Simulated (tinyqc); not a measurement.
Length of a molecular wire: coherent transport through a tight-binding bridge. Computed by the program tinyqc. T = Gamma_L Gamma_R |G_1n|^2 with the self-energies of semi-infinite chains.

A uniform bridge between two chains:

| parameter | value |
|---|---|
| site energy (eV) | 1.650000 |
| hopping in the bridge (eV) | 0.530000 |
| lead hopping (eV) | 2.470000 |
| couplings (eV) | 0.64, 0.72 |
| E (eV) | -0.370000 |

Transmission against length:

| sites | T | ln T |
|---|---|---|
| 2 | 2.7163e-03 | -5.9085 |
| 3 | 2.1830e-04 | -8.4296 |
| 4 | 1.7541e-05 | -10.9510 |
| 5 | 1.4094e-06 | -13.4724 |
| 6 | 1.1324e-07 | -15.9938 |
| 7 | 9.0986e-09 | -18.5151 |
| 8 | 7.3105e-10 | -21.0365 |
| 9 | 5.8739e-11 | -23.5579 |
| 10 | 4.7196e-12 | -26.0793 |

What does the comparison show, and why?

E lies outside the band of the bridge (|E - e|/2h = 1.906 > 1), so T decays as exp(-beta n) with beta = 2 arccosh(1.906) = 2.5214 a site; the last two rows give 2.5214.
